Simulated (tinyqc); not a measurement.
Worked calculation: single-band model of a thermoelectric material. Computed by tinyqc, a small Python program that keeps every step. Command: `OMP_NUM_THREADS=1 python tinyqc.py 3021507 3021508 out.jsonl thermo walk`. One thread of a shared host (Intel(R) Xeon(R) Processor @ 2.30GHz), about 0.01 s of CPU time with the checks. Intermediate numbers are printed to about 7 digits and carried at full precision; extremes and crossings named in words are read from the listed rows.

One spherical band, one scattering law, no minority carriers and no phonon drag. In a real material minority carriers limit |S| to about E_g/(2 e T), so larger values are formal. eta = E_F/(k_B T) is counted from the band edge; f = 1/(1 + exp(x - eta)).

Inputs (values chosen for the exercise, modelled on n-type PbTe):
```
quantity                                value        unit
density-of-states mass m                 0.25         m_0
mobility parameter mu_300                1600  cm^2/(V s)
temperature exponent p                    1.5           -
lattice thermal conductivity kappa_L        1     W/(m K)
carrier density n                     1.1e+18      1/cm^3
temperature T                             510           K
```

Band: parabolic. Scattering: acoustic phonons, r = -0.5.

Constants: m_0 = 9.1093837015e-31 kg; k_B = 1.380649e-23 J/K; hbar = 1.054571817e-34 J s; k_B = 8.617333262e-05 eV/K; e = 1.602176634e-19 C.

## Fermi level

With x = E/(k_B T), a = alpha k_B T (0 for a parabolic band), G = x (1 + a x), D = 1 + 2 a x and <y> = int y f (1 - f) dx, f = 1/(1 + exp(x - eta)): tau = tau_0 G^r/D; transport function s = G^(3/2 + r)/D^2; n = N_0 <G^(3/2)> with N_0 = (2 m k_B T)^(3/2)/(3 pi^2 hbar^3). Integrals over x = E/(k_B T) use 160 Gauss-Legendre points in u = sqrt(x) from 0 to sqrt(max(eta, 0) + 32). Solve for eta.

N_0 = 5.230211e+18 1/cm^3

reduced Fermi level eta = -1.788012

## Transport integrals

The formulas are those given above.

<s> = 0.1546870

<x s> = 0.3215435

<x^2 s> = 0.9837377

<G^(3/2)> = 0.2103166

<G^(3/2 + 2r)/D^4> = 0.1328146

## Coefficients

sigma = e mu_0 N_0 <s> with mu_0 = e tau_0/m = mu_300 (T/300 K)^(-p); |S| = (k_B/e)(<x s>/<s> - eta); Lorenz number L = (k_B/e)^2 (<x^2 s>/<s> - (<x s>/<s>)^2); kappa_e = L sigma T; zT = S^2 sigma T/(kappa_L + kappa_e). Hall factor r_H = <G^(3/2)> <G^(3/2 + 2r)/D^4>/<s>^2; drift mobility sigma/(n e) with n = N_0 <G^(3/2)>; power factor S^2 sigma.

conductivity sigma = 93.56855 S/cm

Seebeck coefficient |S| = 333.2050 microvolt/K

Lorenz number L = 1.513876 1e-8 V^2/K^2

drift mobility = 530.9172 cm^2/(V s)

Hall factor r_H = 1.167379

power factor = 10.38851 microwatt/(cm K^2)

kappa_e = 0.07224211 W/(m K)

zT = 0.4941177

L is 62 % of the degenerate value pi^2/3 (k_B/e)^2 = 2.443; the classical limit for this r is (r + 5/2)(k_B/e)^2 = 1.485. The charge carriers transport 7 % of the heat.

## Limiting formulas for the Seebeck coefficient

Classical: |S| = (k_B/e)[r + 5/2 - ln(n/N_c)], N_c = (3 sqrt(pi)/4) N_0. Degenerate (Mott): |S| = (pi^2/3)(k_B/e)(r + 3/2)/eta_F, eta_F = (n/N_0)^(2/3).

Seebeck coefficients:
```
formula        |S| (microvolt/K)  deviation (%)
full integral           333.2050         0.0000
classical               331.2352        -0.5912
degenerate              801.6210       140.5789
```

At eta = -1.79 the classical formula is the closer one, off by 0.59 %; the other is out of its range.

## Best doping

Quality factor B = (k_B/e)^2 e mu_0 N_0 T/kappa_L; zT and the power factor are maximised over eta between -8 and 30.

quality factor B = 0.2290826

eta of the largest zT = -0.2774501

density of the largest zT = 4.251630e+18 1/cm^3

largest zT = 0.6721994

|S| at the largest zT = 222.0750 microvolt/K

eta of the largest power factor = 0.6681219

density of the largest power factor = 8.754965e+18 1/cm^3

largest power factor = 18.23831 microwatt/(cm K^2)

The sample is underdoped by a factor 3.87 and reaches 74 % of the best zT. zT peaks at a density 2.06 times lower than the power factor, because kappa_e grows with n.

## Against the Fermi level

The formulas are those given above.

The same material at other dopings:
```
eta    n (1/cm^3)  |S| (microvolt/K)  sigma (S/cm)  power factor (microwatt/(cm K^2))         zT
-4   1.265272e+17           517.8236  1.097870e+01                            2.94384  0.1488951
-3   3.402229e+17           432.9714  2.938999e+01                            5.50957  0.2748330
-2   8.989777e+17           350.2394  7.677745e+01                            9.41811  0.4535304
-1   2.279071e+18           272.4867  1.894888e+02                           14.06936  0.6244134
0    5.319861e+18           204.5012  4.192776e+02                           17.53450  0.6649232
1    1.095501e+19           150.8757  7.943785e+02                           18.08281  0.5430902
2    1.963257e+19           112.3892  1.286557e+03                           16.25092  0.3736845
4    4.527318e+19            68.2156  2.430538e+03                           11.31018  0.1603943
6    7.958513e+19            46.9460  3.630836e+03                            8.00208  0.0792247
10   1.674541e+20            28.3451  6.048925e+03                            4.85996  0.0298978
```

|S| falls and sigma rises with eta, so their product S^2 sigma peaks: among these rows at eta = 1, and zT at eta = 0, where |S| = 205 microvolt/K. zT stays above 90 % of its best row from n = 2.3e18 to 5.3e18 per cm^3.

Checks made by the program: |S| against (k_B/e)[(r + 5/2) F_(r+3/2)/((r + 3/2) F_(r+1/2)) - eta] by adaptive quadrature (relative difference below 1e-10).
